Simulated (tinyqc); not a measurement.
Equation-of-state fits to an energy-volume table made by a known binding curve: one step, computed by the program tinyqc.

With x = (V/V_0)^(1/3), the energy per atom is E = -D [1 + eta (x - 1)] exp(-eta (x - 1)), so that B0 = D eta^2/(9 V_0) and B' = 1 + 2 eta/3. B' = dB/dP at P = 0.

Question. Exact values of the curve. B0 and B' from the formulas above; P = -dE/dV at V = c V_0 (c the compression chosen), from the curve itself.

Inputs (values chosen for the exercise, for a model crystal): cohesive energy D = 1.69 eV/atom; true volume V_0 = 15.5 angstrom^3/atom; stiffness eta = 4.31; compression V/V_0 for the pressure test = 0.75.

Binding curve: universal binding. Noise: none.

Constants: 1 eV/angstrom^3 = 160.2176634 GPa.

Give: exact B0; exact B'; exact pressure at c V_0.

Answer.

exact B0 = 36.056 GPa

exact B' = 3.8733

exact pressure at c V_0 = 17.770 GPa
